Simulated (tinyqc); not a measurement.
# Trap density from the capacitance step

Problem. A junction with shallow donors Nd and a deep trap has C_HF = eps0 eps_r/W and C_LF = eps0 eps_r (Nd + Nt)/(Nd W + Nt xt), xt = W - lam. Find W, xt and Nt.

Parameters, values chosen for the exercise: relative permittivity eps_r = 11.8; shallow donor density Nd = 6.5e15 cm^-3.

Constants: eps0 = 8.8541878128e-14 F/cm where lengths are in cm. Results are converted to the units shown.

C_HF = 26.853431 nF/cm^2
C_LF = 30.632967 nF/cm^2
lam = 212.22963 nm

Solution. C_HF gives W. With y = C_LF/C_HF, Nt/Nd = (y - 1)/(1 - y xt/W).

W = 389 nm
xt = 177 nm
Nt = 1.90e15 cm^-3

Program tinyqc, `OMP_NUM_THREADS=1 python tinyqc.py 2050049 2050050 out.jsonl`; Intel Xeon 2.30GHz, shared host, one thread, about 0.01 s.
